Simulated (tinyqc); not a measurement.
Two electrons on one impurity (helium-like model): one step. Units and equal orbitals. Three cases, with inputs chosen for the exercise.

Problem. Give Ha*, a*, the best common exponent Z - 5/16, E = -(Z - 5/16)^2, and the binding of the second electron -Z^2/2 - E.

Units Ha* = 2 Ry m/eps^2 and a* = a0 eps/m. One electron is bound by Z^2/2. Two electrons in the singlet built from exp(-a r) and exp(-b r): S = 8 (ab)^(3/2)/(a + b)^3, h_aa = a^2/2 - Z a, h_bb alike, h_ab = S (ab/2 - Z (a + b)/2), J = ab (a^2 + 3ab + b^2)/(a + b)^3, K = 20 (ab)^3/(a + b)^5, E = (h_aa + h_bb + 2 S h_ab + J + K)/(1 + S^2). For a = b this is a^2 - 2 Z a + 5a/8. Real double donors are deeper, since the central cell is left out.

Constants: Ry = 13.60569312 eV; a0 (Bohr radius) = 0.5291772105 angstrom.

Case 1.

Values chosen (out of a larger set: near those of impurities in Si; not measured data): m = 0.308 m0 (one mean mass); eps = 11.8 (dielectric constant); Z = 1 (effective charge (1: D- centre, 2: double donor; other values mimic a central cell)).

Case 2.

Values chosen (out of a larger set: near those of impurities in cubic GaN; not measured data): m = 0.205 m0 (one mean mass); eps = 9.7 (dielectric constant); Z = 1 (effective charge (1: D- centre, 2: double donor; other values mimic a central cell)).

Case 3.

Values chosen (out of a larger set: near those of impurities in 3C SiC; not measured data): m = 0.356 m0 (one mean mass); eps = 9.8 (dielectric constant); Z = 1.6 (effective charge (1: D- centre, 2: double donor; other values mimic a central cell)).

Give: Ha*; a*; exponent; E with equal orbitals; binding of the second electron.

Solution.

Case 1.

Ha* = 60.192 meV
a* = 20.27 angstrom
exponent = 0.6875
E with equal orbitals = -0.47266 Ha*
binding of the second electron = -1.65 meV

With equal orbitals the second electron is not bound; this is a fault of the trial function, since unequal orbitals do bind it.

Case 2.

Ha* = 59.287 meV
a* = 25.04 angstrom
exponent = 0.6875
E with equal orbitals = -0.47266 Ha*
binding of the second electron = -1.62 meV

With equal orbitals the second electron is not bound; this is a fault of the trial function, since unequal orbitals do bind it.

Case 3.

Ha* = 100.867 meV
a* = 14.57 angstrom
exponent = 1.2875
E with equal orbitals = -1.65766 Ha*
binding of the second electron = 38.09 meV

The first electron is bound by 129.1 meV, 3.39 times as much as the second.

Computed by tinyqc, one run a case: `OMP_NUM_THREADS=1 python tinyqc.py N N+1 out.jsonl` with N = 1251314, 1251417, 1251595; one thread of a shared Intel(R) Xeon(R) Processor @ 2.30GHz, about 0.04 s a run at most.
